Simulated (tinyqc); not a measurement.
RHF in the 6-31g basis, for H3+, spin multiplicity 1, step by step (part 1 of 2). Computed by tinyqc, a small Python program that keeps every step (integrals from PySCF). Settings: charge = 1, multiplicity = 1, basis = 6-31g, energy threshold = 1e-09, iteration cap = 84, orthogonalisation = symmetric, start = core, DIIS depth = 3, method = RHF. Command: `OMP_NUM_THREADS=1 python tinyqc.py 28597 28598 out.jsonl` (the two numbers bound the seeds that draw the settings). One thread of a shared host (Intel(R) Xeon(R) Processor @ 2.60GHz), about 0.04 s of CPU time with the checks. Later iterations appear only in the table of the cycle.

## One-electron integrals

Geometry (angstrom):
```
atom         x         y          z
H     0.000000  0.000000   0.000000
H     0.000000  0.000000   0.997000
H     0.000000  1.088000  -0.123000
```

Basis 6-31g: exponents (1/bohr^2) and contraction coefficients of normalised primitives:
```
element  l (shell)   exponent  coefficient
H            s (1)  18.731137     0.033495
H            s (1)   2.825394     0.234727
H            s (1)   0.640122     0.813757
H            s (2)   0.161278     1.000000
```

Overlap, kinetic and nuclear-attraction integrals over the contracted functions; the nuclear repulsion is the sum of Za Zb / Rab.

nuclear repulsion = 1.35296693 hartree

overlap S, lower triangle:
```
          1H 1s     1H 2s     2H 1s     2H 2s     3H 1s     3H 2s
1H 1s  1.000000
1H 2s  0.658292  1.000000
2H 1s  0.255240  0.412878  1.000000
2H 2s  0.412878  0.751081  0.658292  1.000000
3H 1s  0.197146  0.375063  0.043638  0.209895  1.000000
3H 2s  0.375063  0.708054  0.209895  0.495541  0.658292  1.000000
```

kinetic energy T (hartree), lower triangle:
```
           1H 1s     1H 2s      2H 1s     2H 2s     3H 1s     3H 2s
1H 1s   1.395678
1H 2s   0.259735  0.241917
2H 1s   0.029649  0.111952   1.395678
2H 2s   0.111952  0.147026   0.259735  0.241917
3H 1s  -0.010319  0.092197  -0.042698  0.019568  1.395678
3H 2s   0.092197  0.131866   0.019568  0.063768  0.259735  0.241917
```

nuclear attraction V (hartree), lower triangle:
```
           1H 1s      1H 2s      2H 1s      2H 2s      3H 1s      3H 2s
1H 1s  -2.666096
1H 2s  -1.402084  -1.539149
2H 1s  -0.609373  -0.855378  -2.521996
2H 2s  -0.895069  -1.177250  -1.309477  -1.435378
3H 1s  -0.452339  -0.759509  -0.091679  -0.423215  -2.475130
3H 2s  -0.807395  -1.105586  -0.431952  -0.780195  -1.281034  -1.410365
```

core Hamiltonian H = T + V (hartree), lower triangle:
```
           1H 1s      1H 2s      2H 1s      2H 2s      3H 1s      3H 2s
1H 1s  -1.270418
1H 2s  -1.142349  -1.297232
2H 1s  -0.579724  -0.743425  -1.126317
2H 2s  -0.783117  -1.030224  -1.049742  -1.193461
3H 1s  -0.462658  -0.667312  -0.134377  -0.403647  -1.079452
3H 2s  -0.715198  -0.973720  -0.412384  -0.716428  -1.021299  -1.168449
```

## Two-electron integrals

Functions are numbered as in S; the eight-fold symmetry (ij|kl) = (ji|kl) = (kl|ij) leaves the list below.

Two-electron integrals (ij|kl) in chemists' order, unique and non-zero (hartree):
```
(11|11) 1.076566   (21|11) 0.578470   (21|21) 0.329423   (22|11) 0.587396
(22|21) 0.361304   (22|22) 0.453150   (31|11) 0.207221   (31|21) 0.120750
(31|22) 0.136589   (31|31) 0.060723   (32|11) 0.240746   (32|21) 0.149845
(32|22) 0.190153   (32|31) 0.081905   (32|32) 0.128485   (33|11) 0.520928
(33|21) 0.333363   (33|22) 0.442693   (33|31) 0.207221   (33|32) 0.353223
(33|33) 1.076566   (41|11) 0.353223   (41|21) 0.202396   (41|22) 0.224165
(41|31) 0.081905   (41|32) 0.104581   (41|33) 0.240746   (41|41) 0.128485
(42|11) 0.408123   (42|21) 0.253442   (42|22) 0.324790   (42|31) 0.110430
(42|32) 0.165169   (42|33) 0.408123   (42|41) 0.165169   (42|42) 0.255633
(43|11) 0.333363   (43|21) 0.211848   (43|22) 0.281077   (43|31) 0.120750
(43|32) 0.202396   (43|33) 0.578470   (43|41) 0.149845   (43|42) 0.253442
(43|43) 0.329423   (44|11) 0.442693   (44|21) 0.281077   (44|22) 0.379710
(44|31) 0.136589   (44|32) 0.224165   (44|33) 0.587396   (44|41) 0.190153
(44|42) 0.324790   (44|43) 0.361304   (44|44) 0.453150   (51|11) 0.153750
(51|21) 0.090433   (51|22) 0.103822   (51|31) 0.031440   (51|32) 0.039838
(51|33) 0.086958   (51|41) 0.054945   (51|42) 0.071561   (51|43) 0.056410
(51|44) 0.078437   (51|51) 0.035842   (52|11) 0.205678   (52|21) 0.129192
(52|22) 0.167223   (52|31) 0.045461   (52|32) 0.062642   (52|33) 0.139974
(52|41) 0.078912   (52|42) 0.116162   (52|43) 0.091316   (52|44) 0.131110
(52|51) 0.056515   (52|52) 0.105853   (53|11) 0.029186   (53|21) 0.017840
(53|22) 0.021681   (53|31) 0.008213   (53|32) 0.011522   (53|33) 0.027692
(53|41) 0.011889   (53|42) 0.017175   (53|43) 0.017025   (53|44) 0.021043
(53|51) 0.006534   (53|52) 0.010619   (53|53) 0.001709   (54|11) 0.115197
(54|21) 0.072340   (54|22) 0.093596   (54|31) 0.027215   (54|32) 0.038182
(54|33) 0.086541   (54|41) 0.045276   (54|42) 0.067733   (54|43) 0.056068
(54|44) 0.078646   (54|51) 0.031163   (54|52) 0.057991   (54|53) 0.006445
(54|54) 0.032849   (55|11) 0.478323   (55|21) 0.308922   (55|22) 0.421319
(55|31) 0.107128   (55|32) 0.151562   (55|33) 0.338768   (55|41) 0.188437
(55|42) 0.291232   (55|43) 0.222603   (55|44) 0.328630   (55|51) 0.153750
(55|52) 0.319118   (55|53) 0.027692   (55|54) 0.172817   (55|55) 1.076566
(61|11) 0.319118   (61|21) 0.183083   (61|22) 0.203179   (61|31) 0.066287
(61|32) 0.082761   (61|33) 0.183612   (61|41) 0.112102   (61|42) 0.141808
(61|43) 0.117152   (61|44) 0.156973   (61|51) 0.056515   (61|52) 0.083240
(61|53) 0.010961   (61|54) 0.046429   (61|55) 0.205678   (61|61) 0.105853
(62|11) 0.378853   (62|21) 0.235695   (62|22) 0.303311   (62|31) 0.087415
(62|32) 0.122803   (62|33) 0.283868   (62|41) 0.145508   (62|42) 0.215526
(62|43) 0.181859   (62|44) 0.251394   (62|51) 0.080264   (62|52) 0.140605
(62|53) 0.016427   (62|54) 0.078162   (62|55) 0.378853   (62|61) 0.140605
(62|62) 0.227182   (63|11) 0.122042   (63|21) 0.075982   (63|22) 0.096493
(63|31) 0.040819   (63|32) 0.063672   (63|33) 0.172817   (63|41) 0.052800
(63|42) 0.083221   (63|43) 0.099887   (63|44) 0.112177   (63|51) 0.021978
(63|52) 0.035249   (63|53) 0.006445   (63|54) 0.021677   (63|55) 0.086541
(63|61) 0.043286   (63|62) 0.065548   (63|63) 0.032849   (64|11) 0.251053
(64|21) 0.157168   (64|22) 0.205219   (64|31) 0.066572   (64|32) 0.099628
(64|33) 0.242581   (64|41) 0.101644   (64|42) 0.159437   (64|43) 0.152440
(64|44) 0.200829   (64|51) 0.052113   (64|52) 0.091193   (64|53) 0.012373
(64|54) 0.053198   (64|55) 0.242581   (64|61) 0.093047   (64|62) 0.151726
(64|63) 0.053198   (64|64) 0.111276   (65|11) 0.308922   (65|21) 0.198056
(65|22) 0.268749   (65|31) 0.069761   (65|32) 0.098966   (65|33) 0.222603
(65|41) 0.121152   (65|42) 0.187088   (65|43) 0.145881   (65|44) 0.213506
(65|51) 0.090433   (65|52) 0.183083   (65|53) 0.017025   (65|54) 0.099887
(65|55) 0.578470   (65|61) 0.129192   (65|62) 0.235695   (65|63) 0.056068
(65|64) 0.152440   (65|65) 0.329423   (66|11) 0.421319   (66|21) 0.268749
(66|22) 0.367335   (66|31) 0.098322   (66|32) 0.142592   (66|33) 0.328630
(66|41) 0.165651   (66|42) 0.260520   (66|43) 0.213506   (66|44) 0.307121
(66|51) 0.103822   (66|52) 0.203179   (66|53) 0.021043   (66|54) 0.112177
(66|55) 0.587396   (66|61) 0.167223   (66|62) 0.303311   (66|63) 0.078646
(66|64) 0.200829   (66|65) 0.361304   (66|66) 0.453150
```

## Orthogonalisation

S = U s U^T; symmetric (Loewdin) form X = U s^(-1/2) U^T, so that X^T S X = 1.

eigenvalues of S: 0.118869  0.228888  0.405543  0.769215  1.236707  3.240778

X, lower triangle:
```
           1H 1s      1H 2s      2H 1s      2H 2s      3H 1s     3H 2s
1H 1s   1.264551
1H 2s  -0.535154   2.052363
2H 1s  -0.046504  -0.004492   1.260760
2H 2s   0.036719  -0.666028  -0.499236   1.697509
3H 1s  -0.015746  -0.011483   0.030191   0.031310   1.257931
3H 2s   0.029307  -0.578536   0.034072  -0.107727  -0.499954  1.622738
```

## Starting guess

The start is the orbitals of the core Hamiltonian; D = 2 C_occ C_occ^T.

D at the start, lower triangle:
```
          1H 1s     1H 2s     2H 1s     2H 2s     3H 1s     3H 2s
1H 1s  0.411074
1H 2s  0.210343  0.107631
2H 1s  0.258410  0.132226  0.162442
2H 2s  0.097752  0.050019  0.061449  0.023245
3H 1s  0.207141  0.105992  0.130213  0.049257  0.104379
3H 2s  0.085468  0.043733  0.053727  0.020324  0.043068  0.017770
```

## Iteration 1: building the Fock matrix

J_ij = sum D_kl (ij|kl), K_ij = sum D_kl (ik|jl); F = H + J - 0.5 K; E = tr D H + tr D J / 2 - 0.25 tr D K + E_nn.

Coulomb J (hartree), lower triangle:
```
          1H 1s     1H 2s     2H 1s     2H 2s     3H 1s     3H 2s
1H 1s  1.486925
1H 2s  0.866111  1.001660
2H 1s  0.354951  0.482412  1.176510
2H 2s  0.549835  0.748029  0.714983  0.891693
3H 1s  0.258432  0.402056  0.055524  0.228446  1.039051
3H 2s  0.493072  0.686892  0.246533  0.481609  0.643558  0.834348
```

exchange K (hartree), lower triangle:
```
          1H 1s     1H 2s     2H 1s     2H 2s     3H 1s     3H 2s
1H 1s  1.161807
1H 2s  0.916938  0.825767
2H 1s  0.574191  0.567031  0.622466
2H 2s  0.706480  0.668575  0.557719  0.593714
3H 1s  0.445646  0.446519  0.243171  0.336638  0.430808
3H 2s  0.635936  0.602583  0.384025  0.477812  0.416749  0.493043
```

Fock matrix F (hartree), lower triangle:
```
           1H 1s      1H 2s      2H 1s      2H 2s      3H 1s      3H 2s
1H 1s  -0.364397
1H 2s  -0.734706  -0.708456
2H 1s  -0.511869  -0.544529  -0.261040
2H 2s  -0.586522  -0.616483  -0.613619  -0.598626
3H 1s  -0.427049  -0.488516  -0.200439  -0.343520  -0.255805
3H 2s  -0.540094  -0.588120  -0.357864  -0.473724  -0.586115  -0.580622
```

total energy of this density = -1.17298761 hartree

## Iteration 1: diagonalisation and new density

Diagonalise F' = X^T F X, C = X C', fill 1 alpha and 1 beta electrons from the bottom; D = 2 C_occ C_occ^T. Each column has its largest component positive (the first on a tie).

F' = X^T F X (hartree), lower triangle:
```
           1          2          3          4          5          6
1   0.199608
2  -0.604328   0.036621
3  -0.280273  -0.132758   0.224976
4  -0.116271  -0.149047  -0.533904  -0.010552
5  -0.199427  -0.127774  -0.002212  -0.062295   0.185889
6  -0.112131  -0.139226  -0.063479  -0.112190  -0.518957  -0.031124
```

orbital energies (hartree): MO1 -0.969811, MO2 -0.321312, MO3 -0.117824, MO4 0.577178, MO5 0.609075, MO6 0.828111

coefficients C:
```
            MO1        MO2        MO3        MO4        MO5        MO6
1H 1s  0.338609  -0.043979   0.241686   0.684349   0.217933  -1.095110
1H 2s  0.248411  -0.100412   1.478871  -0.744370  -0.324772   1.535779
2H 1s  0.257488  -0.265561  -0.123295   0.679383   0.799681   0.768070
2H 2s  0.162410  -0.587635  -1.057021  -0.382981  -0.944878  -1.029488
3H 1s  0.232508   0.317601  -0.072855   0.780514  -0.957785   0.384478
3H 2s  0.158506   0.762125  -0.754294  -0.487364   1.221621  -0.571632
```

D after iteration 1, lower triangle:
```
          1H 1s     1H 2s     2H 1s     2H 2s     3H 1s     3H 2s
1H 1s  0.229312
1H 2s  0.168229  0.123416
2H 1s  0.174376  0.127926  0.132600
2H 2s  0.109987  0.080689  0.083637  0.052754
3H 1s  0.157459  0.115515  0.119736  0.075523  0.108120
3H 2s  0.107344  0.078750  0.081627  0.051486  0.073708  0.050249
```

## Iteration 2: building the Fock matrix

As before.

Coulomb J (hartree), lower triangle:
```
          1H 1s     1H 2s     2H 1s     2H 2s     3H 1s     3H 2s
1H 1s  1.352320
1H 2s  0.803060  0.958510
2H 1s  0.332662  0.464155  1.140920
2H 2s  0.511869  0.721216  0.694544  0.871046
3H 1s  0.247910  0.400427  0.053921  0.227519  1.058705
3H 2s  0.461784  0.670368  0.238486  0.472118  0.651230  0.835468
```

exchange K (hartree), lower triangle:
```
          1H 1s     1H 2s     2H 1s     2H 2s     3H 1s     3H 2s
1H 1s  0.946588
1H 2s  0.818310  0.816322
2H 1s  0.516056  0.558665  0.610626
2H 2s  0.646369  0.678070  0.564409  0.620650
3H 1s  0.432256  0.481088  0.256087  0.368940  0.498967
3H 2s  0.598486  0.632987  0.396823  0.512926  0.478756  0.555994
```

Fock matrix F (hartree), lower triangle:
```
           1H 1s      1H 2s      2H 1s      2H 2s      3H 1s      3H 2s
1H 1s  -0.391392
1H 2s  -0.748443  -0.746883
2H 1s  -0.505091  -0.558603  -0.290710
2H 2s  -0.594433  -0.648044  -0.637403  -0.632740
3H 1s  -0.430876  -0.507430  -0.208500  -0.360598  -0.270230
3H 2s  -0.552657  -0.619845  -0.372310  -0.500772  -0.609447  -0.610977
```

total energy of this density = -1.20902655 hartree

## Iteration 2: DIIS over 2 matrices

error matrix X^T (FDS - SDF) X:
```
           1          2          3          4          5         6
1   0.000000   0.016526   0.004531   0.016278   0.005952  0.016379
2  -0.016526   0.000000  -0.008135   0.002673  -0.005420  0.003437
3  -0.004531   0.008135   0.000000   0.008746   0.001444  0.009005
4  -0.016278  -0.002673  -0.008746   0.000000  -0.006302  0.000736
5  -0.005952   0.005420  -0.001444   0.006302   0.000000  0.006610
6  -0.016379  -0.003437  -0.009005  -0.000736  -0.006610  0.000000
```

B (overlaps of the stored error matrices):
```
               1              2
1  1.7504296e-01  1.9478620e-02
2  1.9478620e-02  2.4409299e-03
```

Minimise |sum c_i e_i|^2 with sum c_i = 1: solve [B -1; -1 0][c; lambda] = [0; -1] with B_ij = tr e_i^T e_j, and take F = sum c_i F_i.

DIIS coefficients: -0.122992  1.122992

extrapolated F (hartree), lower triangle:
```
           1H 1s      1H 2s      2H 1s      2H 2s      3H 1s      3H 2s
1H 1s  -0.394712
1H 2s  -0.750133  -0.751610
2H 1s  -0.504257  -0.560334  -0.294360
2H 2s  -0.595406  -0.651925  -0.640328  -0.636936
3H 1s  -0.431346  -0.509756  -0.209491  -0.362699  -0.272004
3H 2s  -0.554202  -0.623747  -0.374087  -0.504099  -0.612316  -0.614711
```

## Iteration 2: diagonalisation and new density

As before.

F' = X^T F X (hartree), lower triangle:
```
           1          2          3          4          5          6
1   0.158368
2  -0.587892  -0.004937
3  -0.259060  -0.132984   0.194224
4  -0.116118  -0.160111  -0.542235  -0.030916
5  -0.191870  -0.132286  -0.004265  -0.069286   0.183987
6  -0.116623  -0.150628  -0.069504  -0.120483  -0.535521  -0.039923
```

orbital energies (hartree): MO1 -1.005348, MO2 -0.335195, MO3 -0.142308, MO4 0.555522, MO5 0.610273, MO6 0.777860

coefficients C:
```
            MO1        MO2        MO3        MO4        MO5        MO6
1H 1s  0.325212  -0.032984   0.257609  -0.815611  -0.045249  -1.024506
1H 2s  0.247591  -0.057563   1.464673   0.919311  -0.021993   1.490481
2H 1s  0.250991  -0.278485  -0.134897  -0.820314   0.594413   0.811183
2H 2s  0.172218  -0.614163  -1.010180   0.568099  -0.835094  -1.068111
3H 1s  0.229021   0.314373  -0.095691  -0.423829  -1.127290   0.473038
3H 2s  0.169991   0.734904  -0.764103   0.052292   1.287202  -0.647383
```

D after iteration 2, lower triangle:
```
          1H 1s     1H 2s     2H 1s     2H 2s     3H 1s     3H 2s
1H 1s  0.211526
1H 2s  0.161039  0.122603
2H 1s  0.163251  0.124286  0.125993
2H 2s  0.112015  0.085279  0.086450  0.059318
3H 1s  0.148961  0.113407  0.114965  0.078883  0.104901
3H 2s  0.110566  0.084176  0.085332  0.058551  0.077863  0.057794
```

## Iteration 3: building the Fock matrix

As before.

Coulomb J (hartree), lower triangle:
```
          1H 1s     1H 2s     2H 1s     2H 2s     3H 1s     3H 2s
1H 1s  1.336375
1H 2s  0.795381  0.952933
2H 1s  0.329709  0.461384  1.134501
2H 2s  0.507152  0.717558  0.691118  0.867915
3H 1s  0.246413  0.399664  0.053672  0.227101  1.058755
3H 2s  0.457879  0.667963  0.237236  0.470652  0.651119  0.834948
```

exchange K (hartree), lower triangle:
```
          1H 1s     1H 2s     2H 1s     2H 2s     3H 1s     3H 2s
1H 1s  0.921905
1H 2s  0.806153  0.814539
2H 1s  0.507675  0.555833  0.605338
2H 2s  0.638740  0.678776  0.563285  0.623654
3H 1s  0.428728  0.483187  0.256152  0.371491  0.502981
3H 2s  0.593412  0.636236  0.397224  0.517070  0.484203  0.563499
```

Fock matrix F (hartree), lower triangle:
```
           1H 1s      1H 2s      2H 1s      2H 2s      3H 1s      3H 2s
1H 1s  -0.394996
1H 2s  -0.750044  -0.751569
2H 1s  -0.503853  -0.559957  -0.294485
2H 2s  -0.595335  -0.652054  -0.640266  -0.637373
3H 1s  -0.430609  -0.509242  -0.208782  -0.362292  -0.272188
3H 2s  -0.554024  -0.623875  -0.373761  -0.504310  -0.612281  -0.615250
```

total energy of this density = -1.20954981 hartree

## Iteration 3: DIIS over 3 matrices

error matrix X^T (FDS - SDF) X:
```
           1          2          3          4          5         6
1   0.000000  -0.000117  -0.000378   0.000447  -0.000571  0.000502
2   0.000117   0.000000  -0.000308   0.000575  -0.000520  0.000630
3   0.000378   0.000308   0.000000   0.000686  -0.000178  0.000716
4  -0.000447  -0.000575  -0.000686   0.000000  -0.000825  0.000065
5   0.000571   0.000520   0.000178   0.000825   0.000000  0.000845
6  -0.000502  -0.000630  -0.000716  -0.000065  -0.000845  0.000000
```

B (overlaps of the stored error matrices), lower triangle:
```
               1              2              3
1  1.7504296e-01
2  1.9478620e-02  2.4409299e-03
3  3.0689959e-04  8.1011697e-05  8.8831404e-06
```

As before.

DIIS coefficients: 0.020296  -0.200972  1.180676

extrapolated F (hartree), lower triangle:
```
           1H 1s      1H 2s      2H 1s      2H 2s      3H 1s      3H 2s
1H 1s  -0.395099
1H 2s  -0.750054  -0.751636
2H 1s  -0.503767  -0.559916  -0.294565
2H 2s  -0.595338  -0.652138  -0.640301  -0.637518
3H 1s  -0.430483  -0.509185  -0.208669  -0.362252  -0.272249
3H 2s  -0.554017  -0.623959  -0.373730  -0.504400  -0.612320  -0.615405
```

## Iteration 3: diagonalisation and new density

As before.

F' = X^T F X (hartree), lower triangle:
```
           1          2          3          4          5          6
1   0.157607
2  -0.587739  -0.004817
3  -0.258573  -0.132563   0.193743
4  -0.116122  -0.160245  -0.541993  -0.031846
5  -0.191029  -0.131791  -0.003604  -0.069081   0.183476
6  -0.116581  -0.150810  -0.069358  -0.120866  -0.535317  -0.040983
```

orbital energies (hartree): MO1 -1.004980, MO2 -0.336033, MO3 -0.143019, MO4 0.554891, MO5 0.609318, MO6 0.777002

coefficients C:
```
            MO1        MO2        MO3        MO4        MO5        MO6
1H 1s  0.325180  -0.033396   0.258502  -0.814736  -0.046104  -1.024936
1H 2s  0.246769  -0.058333   1.463670   0.918555  -0.021594   1.492044
2H 1s  0.250486  -0.278618  -0.135021  -0.822032   0.592553   0.810895
2H 2s  0.173156  -0.613144  -1.010368   0.569947  -0.833751  -1.068431
3H 1s  0.228265   0.314719  -0.095532  -0.422670  -1.128185   0.472109
3H 2s  0.170964   0.735104  -0.763073   0.050300   1.287846  -0.646991
```

D after iteration 3, lower triangle:
```
          1H 1s     1H 2s     2H 1s     2H 2s     3H 1s     3H 2s
1H 1s  0.211484
1H 2s  0.160489  0.121790
2H 1s  0.162906  0.123624  0.125486
2H 2s  0.112614  0.085459  0.086746  0.059966
3H 1s  0.148454  0.112658  0.114354  0.079051  0.104210
3H 2s  0.111188  0.084377  0.085648  0.059207  0.078050  0.058457
```

## Iteration 6 (converged): orbitals

converged F (hartree), lower triangle:
```
           1H 1s      1H 2s      2H 1s      2H 2s      3H 1s      3H 2s
1H 1s  -0.395149
1H 2s  -0.750127  -0.751704
2H 1s  -0.503838  -0.559979  -0.294548
2H 2s  -0.595433  -0.652209  -0.640360  -0.637577
3H 1s  -0.430538  -0.509221  -0.208717  -0.362296  -0.272288
3H 2s  -0.554103  -0.624024  -0.373797  -0.504465  -0.612357  -0.615464
```

As before.

F' = X^T F X (hartree), lower triangle:
```
           1          2          3          4          5          6
1   0.157602
2  -0.587741  -0.004828
3  -0.258609  -0.132570   0.193828
4  -0.116191  -0.160257  -0.542061  -0.031823
5  -0.191057  -0.131779  -0.003626  -0.069099   0.183445
6  -0.116640  -0.150817  -0.069391  -0.120883  -0.535323  -0.041007
```

orbital energies (hartree): MO1 -1.005096, MO2 -0.336016, MO3 -0.142981, MO4 0.554947, MO5 0.609323, MO6 0.777039

coefficients C:
```
            MO1        MO2        MO3        MO4        MO5        MO6
1H 1s  0.325207  -0.033402   0.258429  -0.814999  -0.045183  -1.024778
1H 2s  0.246675  -0.058412   1.463775   0.918743  -0.022720   1.491821
2H 1s  0.250480  -0.278573  -0.135059  -0.821358   0.593073   0.811209
2H 2s  0.173205  -0.613131  -1.010388   0.569073  -0.833985  -1.068697
3H 1s  0.228262   0.314733  -0.095534  -0.423515  -1.127933   0.471946
3H 2s  0.171005   0.735141  -0.763034   0.051338   1.287948  -0.646700
```

D after iteration 6, lower triangle:
```
          1H 1s     1H 2s     2H 1s     2H 2s     3H 1s     3H 2s
1H 1s  0.211519
1H 2s  0.160441  0.121697
2H 1s  0.162916  0.123574  0.125481
2H 2s  0.112655  0.085451  0.086769  0.060000
3H 1s  0.148465  0.112613  0.114350  0.079072  0.104207
3H 2s  0.111224  0.084365  0.085667  0.059238  0.078068  0.058486
```
